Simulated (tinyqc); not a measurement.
What moves the Fermi level: Fermi-Dirac statistics of conduction electrons.

Non-parabolic band E (1 + alpha E) = c k^2/m: n = Nc (2/sqrt(pi)) integral_0^infinity sqrt(x (1 + a x)) (1 + 2 a x) dx/(1 + exp(x - eta)) with a = alpha kT and eta = (EF - Ec)/kT; a = 0 gives n = Nc F_1/2(eta).

Constants: hbar^2/2m0 = 3.80998211 eV angstrom^2; kB = 8.617333262e-05 eV/K.

Inputs chosen for the exercise (near those of InAs, lowest valleys alone; not measured data):
- m = 0.0259 m0 (density-of-states mass of the conduction band)
- T = 270 K
- n = 7.8e+17 1/cm^3 (electron density)
- alpha = 2.63 1/eV (non-parabolicity)

N = 2 (m kB T/(4 pi c))^(3/2) with c = hbar^2/2m0, in 1/angstrom^3; times 1e24 for 1/cm^3.

One parameter was then changed.

Results before and after:

| case | parabolic EF - Ec (meV) | non-parabolic EF - Ec (meV) |
|---|---|---|
| base | 115.29 | 86.35 |
| changed | 113.52 | 82.58 |

Which of these changes was made? (a) T = 320 K; (b) m = 0.0233 m0; (c) alpha = 3.945 1/eV; (d) n = 1.56e+18 1/cm^3.

Answer: (a) T = 320 K. Of the candidates, run in turn, only this one gives the changed row.

All candidates:

| case | parabolic EF - Ec (meV) | non-parabolic EF - Ec (meV) |
|---|---|---|
| base | 115.29 | 86.35 |
| m = 0.0233 m0 | 129.06 | 95.66 |
| T = 320 K | 113.52 | 82.58 |
| n = 1.56e+18 1/cm^3 | 186.96 | 131.89 |
| alpha = 3.945 1/eV | 115.29 | 77.67 |

(tinyqc, `OMP_NUM_THREADS=1 python tinyqc.py 1650781 1650782 out.jsonl`, Intel(R) Xeon(R) Processor @ 2.30GHz, 1 thread, shared host, about 0.02 s.)
